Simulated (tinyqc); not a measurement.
Donor binding, ionisation and the Mott limit: two steps of the calculation.

Hydrogenic donor: Ry = (m0 q^3/(8 eps0^2 h^2)) me/eps_r^2 in eV, E0 = cc Ry, radius a = q/(8 pi eps0 eps_r E0), Mott density Nm = (0.26/a)^3. Below Nm the level sinks as Ed = E0 [1 - (N/Nm)^(1/3)]. Neutrality: Nc F12(eta) = N/(1 + 2 exp(eta + Ed/kB T)), F12(x) = (2/sqrt(pi)) int_0^infinity sqrt(u)/(1 + exp(u - x)) du.

Inputs (values chosen for the exercise); band and dielectric values close to those of germanium: temperature T = 100 K; relative permittivity eps_r = 16.3; mass in the hydrogenic formula, set independently of Nc me = 0.122 m0; conduction-band density of states at 100 K Nc = 2.02e18 cm^-3; ratio of the true binding energy to the hydrogenic one cc = 1; donor density N = 4.3e15 cm^-3.

Constants: q = 1.602176634e-19 C, kB = 1.380649e-23 J/K, eps0 = 8.8541878128e-12 F/m, h = 6.62607015e-34 J s, m0 = 9.1093837015e-31 kg, Vt = kB T/q. Results are converted to the units shown.

Problem 1. Binding energy, radius and Mott density. The mean spacing of the donors is N^(-1/3).

Give: Ry; E0; a; Nm; spacing over a; Ed.

Solution 1.

Ry = 6.247 meV
E0 = 6.247 meV
a = 7.070 nm
Nm = 4.973e16 cm^-3
spacing over a = 8.698
Ed = 3.485 meV

Problem 2. Ionisation. Solve the neutrality equation for eta. Boltzmann form: with k = (Nc/2) exp(-Ed/kB T) the ionised share is [-k + sqrt(k^2 + 4 k N)]/(2 N).

Ed = 3.4848924 meV

Give: eta; ionised share; n; ionised share, Boltzmann form.

Solution 2.

eta = -6.158
ionised share = 99.37 %
n = 4.273e15 cm^-3
ionised share, Boltzmann form = 99.37 %

With the level held at E0 the share would be 99.1 %.

Range of the model: A sharp level with degeneracy 2 overstates freeze-out near Nm, where the impurity band broadens and merges with the conduction band.

tinyqc, about 0.01 s, one thread, Intel Xeon 2.30GHz (shared host): `OMP_NUM_THREADS=1 python tinyqc.py 2330101 2330102 out.jsonl`
